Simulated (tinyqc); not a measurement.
ESD clamp with bipolar snapback, compact model and design window: one step of the calculation.

The drain junction multiplies the current that enters it: Igen = (M - 1)(Ic + I0), M = 1/(1 - (Vj/BV)^n). The generated holes leave through the substrate resistance and the base of the parasitic npn: Igen = Vb/Rb + Ic/be, Ic = Is exp(Vb/Vt). Terminal current I = Ic + I0 + Igen and voltage V = Vj + I Ro, per width. Isothermal, constant gain.

Question. Base voltage at the failure current. I(Vb) = Ic (1 + 1/be) + I0 + Vb/Rb, I' = Ic (1 + 1/be)/Vt + 1/Rb; Newton steps on ln I: Vb(new) = Vb - ln(I/It2) I/I'. V follows from the introduction.

Parameters, values chosen for the exercise; values close to those of grounded-gate n-channel clamps:

| symbol | value | unit | meaning |
|---|---|---|---|
| T | 300 | K | temperature |
| BV | 11.7 | V | junction breakdown voltage |
| n | 4.5 |  | exponent of the multiplication |
| be | 2.4 |  | current gain of the parasitic npn |
| Is | 2.4e-17 | A/um | saturation current |
| I0 | 4.5e-11 | A/um | junction leakage |
| Rb | 41000 | ohm um | substrate resistance |
| Ro | 210 | ohm um | drain ballast and contact resistance |
| It2 | 10.7 | mA/um | failure current for 100 ns |

Constants: q = 1.602176634e-19 C, kB = 1.380649e-23 J/K, Vt = kB T/q. Results are converted to the units shown.

Vb after iteration 1 = 0.89100790 V

Find: I; V; I'; Vb after iteration 2.

Answer.

I = 31.627 mA/um
V = 15.559 V
I' = 1222.6 mS/um
Vb after iteration 2 = 0.86297 V

Program tinyqc, `OMP_NUM_THREADS=1 python tinyqc.py 2670062 2670063 out.jsonl`; Intel Xeon 2.30GHz, shared host, one thread, about 0.01 s.
